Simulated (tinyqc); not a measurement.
Yield over energy: physical sputtering: collision-cascade yield, angular dependence, faceting and resputtering in deposition. Computed by tinyqc, a small Python program. Command: `OMP_NUM_THREADS=1 python tinyqc.py 3007812 3007813 out.jsonl sputter walk`. One thread of a shared host (Intel(R) Xeon(R) Processor @ 2.30GHz), about 0.01 s of CPU time with the checks.

Ions start collision cascades; atoms that reach the surface with more than U leave. The target is amorphous or fine-grained.

Inputs (values chosen for the exercise, modelled on gallium ions on titanium):
```
quantity,value,unit
ion Z1,31,-
ion mass M1,69.7,u
target Z2,22,-
target mass M2,47.9,u
surface binding energy U,4.85,eV
target density N,56.7,1/nm^3
fit factor Q,0.58,-
ion energy E,11000,eV
current density J,0.9,mA/cm^2
```

Constants: e = 1.602176634e-19 C.

Method. gamma = 4 M1 M2/(M1 + M2)^2; threshold E_th = 6.7 U/gamma for M1 >= M2, else U (1 + 5.7 M1/M2)/gamma. eps = 0.03255 M2 E/(Z1 Z2 (M1 + M2) z), z = (Z1^(2/3) + Z2^(2/3))^(1/2), E in eV; s_n = 3.441 sqrt(eps) ln(eps + 2.718)/(1 + 6.355 sqrt(eps) + eps (6.882 sqrt(eps) - 1.708)); S_n = 84.78 Z1 Z2 M1 s_n/((M1 + M2) z) in eV angstrom^2; alpha = 0.249 (M2/M1)^0.56 + 0.0035 (M2/M1)^1.5 for M1 <= M2, else 0.0875 (M2/M1)^(-0.15) + 0.165 M2/M1; Y0 = 0.042 Q alpha S_n/U [1 - sqrt(E_th/E)]^2.5 (the electronic-loss factor of the full formula is dropped). Erosion rate = Y0 J/(e N); 1 cm^2 = 1e14 nm^2.

threshold E_th = 33.6514 eV

Normal incidence:
```
E (eV),eps,S_n (eV angstrom^2),Y0,Y0 per keV
50,2.3091e-04,388.3,5.4924e-03,0.1098
100,4.6181e-04,530.0,6.2645e-02,0.6264
200,9.2363e-04,714.5,1.9748e-01,0.9874
300,1.3854e-03,844.9,3.1530e-01,1.0510
500,2.3091e-03,1034.5,5.0508e-01,1.0102
1000,4.6181e-03,1337.0,8.3330e-01,0.8333
2000,9.2363e-03,1687.0,1.2331e+00,0.6165
5000,2.3091e-02,2200.7,1.8380e+00,0.3676
10000,4.6181e-02,2598.9,2.3154e+00,0.2315
30000,1.3854e-01,3141.5,2.9845e+00,0.0995
100000,4.6181e-01,3292.0,3.2514e+00,0.0325
```

What does the comparison show, and why?

The yield per keV peaks at 300 eV among these rows, 9 times the threshold, the most economical range for removing atoms. Y0 varies as E^3.51 between the first rows and as E^0.07 at the end, where nuclear stopping is flattening. Caution: the electronic-loss factor, dropped here, would lower the yields at the highest energies slightly.

Extremes, crossings and ranges named in words are read from the listed rows.
